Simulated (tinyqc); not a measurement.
# Input admittance of a MOSFET at zero drain bias: distributed channel and distributed gate: effects of single changes

Source and drain grounded, strong inversion, w = 2 pi f, Cox = eps0 eox/tox. The channel is an RC line of resistance 1/(mu Cox Vo) per square fed from both ends, so one finger has the intrinsic admittance y = i w Cox L tanh(g)/g per width, g = (1/2) sqrt(i w tau), tau = L^2/(mu Vo). The vertical resistance rv/L is in series with y, the overlaps 2 i w Cov in parallel: y_t = 1/(1/y + rv/L) + 2 i w Cov. The gate strip is a line of Rsh/L per length loaded by y_t, so a finger has Y = y_t Wf tanh(k)/k, k = (Wf/sd) sqrt(y_t Rsh/L); the device has Nf Y.

Values chosen for this exercise; values of the order met in silicon radio-frequency transistors: relative permittivity of the gate insulator (close to silicon nitride) eox = 7.36; insulator thickness tox = 8.9 nm; channel length L = 0.47 um; finger width Wf = 8.3 um; number of fingers Nf = 64; channel mobility mu = 100 cm^2/(V s); gate overdrive Vo = 0.41 V; sheet resistance of the gate Rsh = 4.2 ohm/square; vertical resistivity of the gate stack rv = 11 ohm um^2; number of ends at which a finger is contacted sd = 1; overlap and fringe capacitance on each side Cov = 0.32 fF/um; frequency f = 4 GHz.

Constants: eps0 = 8.8541878128e-14 F/cm where lengths are in cm. Results are converted to the units shown.

Each table varies one quantity; the others keep the values above.

## Input impedance against frequency

Low-frequency limits, with c = Cox L and ct = c + 2 Cov: R_strip = Rsh Wf/(3 sd^2 L Nf), R_ch = (c/ct)^2 L/(12 mu Cox Vo Wf Nf), R_vert = (c/ct)^2 rv/(L Wf Nf), C = ct Wf Nf. Z = 1/(Nf Y) = R + 1/(i w C), Q = |Im Z|/R, far-point signal |1/cosh k|.

The same in every row: low-frequency R (ohm) = 2.164.

Results:

| f (GHz) | w tau | \|k\| | R (ohm) | C (fF) | Q | signal at the far point |
|---|---|---|---|---|---|---|
| 0.04 | 0.01354 | 0.02513 | 2.164 | 2168 | 848.2 | 1.000 |
| 0.3 | 0.1016 | 0.06882 | 2.164 | 2168 | 113.1 | 1.000 |
| 0.8 | 0.2708 | 0.1124 | 2.164 | 2168 | 42.42 | 0.9999 |
| 2 | 0.6771 | 0.1775 | 2.163 | 2166 | 16.99 | 0.9992 |
| 6 | 2.031 | 0.3049 | 2.156 | 2149 | 5.725 | 0.9927 |
| 20 | 6.771 | 0.5159 | 2.084 | 1982 | 1.927 | 0.9459 |
| 40 | 13.54 | 0.6370 | 1.891 | 1636 | 1.287 | 0.8941 |
| 100 | 33.85 | 0.8087 | 1.293 | 1040 | 1.184 | 0.8352 |

Estimate the missing row, f = 0.1 GHz.

Computed row:

| f (GHz) | w tau | \|k\| | R (ohm) | C (fF) | Q | signal at the far point |
|---|---|---|---|---|---|---|
| 0.1 | 0.03385 | 0.03973 | 2.164 | 2168 | 339.3 | 1.000 |

With this row back in the table: R falls from 2.16 to 1.29 ohm and C falls from 2170 to 1040 fF. Q goes as f^(-1.00) between the first two rows and f^(-0.09) between the last two, where w tau = 33.9 and |k| = 0.809. The low-frequency limits hold both R and C within 5 % up to f = 6 GHz among the rows.

## Dividing a fixed width into fingers

Total width Wf Nf = 530 um; each finger also has a contact resistance Rc at each contacted end, which adds Rc/(sd Nf). The resistances are low-frequency limits, good while |k| is below about 1; the far-point signal is |1/cosh k| at f, without Rc.

The same in every row: R_ch + R_vert (ohm) = 1.782.

Result of one run:

| Nf | Wf (um) | R_strip (ohm) | Rc/(sd Nf) for Rc = 30 ohm (ohm) | sum (ohm) | signal at the far point |
|---|---|---|---|---|---|
| 2 | 265.0 | 394.7 | 15.00 | 411.5 | 0.005404 |

What becomes of these results when the number of fingers Nf is changed from 2 to 4, all else the same?

Result of the changed run:

| Nf | Wf (um) | R_strip (ohm) | Rc/(sd Nf) for Rc = 30 ohm (ohm) | sum (ohm) | signal at the far point |
|---|---|---|---|---|---|
| 4 | 132.5 | 98.67 | 7.500 | 108.0 | 0.1038 |

The whole series:

| Nf | Wf (um) | R_strip (ohm) | Rc/(sd Nf) for Rc = 30 ohm (ohm) | sum (ohm) | signal at the far point |
|---|---|---|---|---|---|
| 1 | 530.0 | 1579 | 30.00 | 1611 | 1.460e-5 |
| 2 | 265.0 | 394.7 | 15.00 | 411.5 | 0.005404 |
| 4 | 132.5 | 98.67 | 7.500 | 108.0 | 0.1038 |
| 8 | 66.25 | 24.67 | 3.750 | 30.20 | 0.4782 |
| 16 | 33.12 | 6.167 | 1.875 | 9.823 | 0.8886 |
| 32 | 16.56 | 1.542 | 0.9375 | 4.261 | 0.9832 |
| 64 | 8.281 | 0.3854 | 0.4688 | 2.636 | 0.9967 |
| 128 | 4.141 | 0.09636 | 0.2344 | 2.112 | 0.9992 |

R_strip falls as 1/Nf^2, from 1580 to 0.0964 ohm, the contact term as 1/Nf, and R_ch + R_vert stays at 1.78 ohm since the total width is fixed. The sum is within a factor 1.5 of that floor from Nf = 64 on. More fingers add wiring capacitance, which is left out.

Numbers from tinyqc (`OMP_NUM_THREADS=1 python tinyqc.py 2262244 2262245 out.jsonl`; about 0.01 s on one thread of a shared Intel Xeon 2.30GHz).
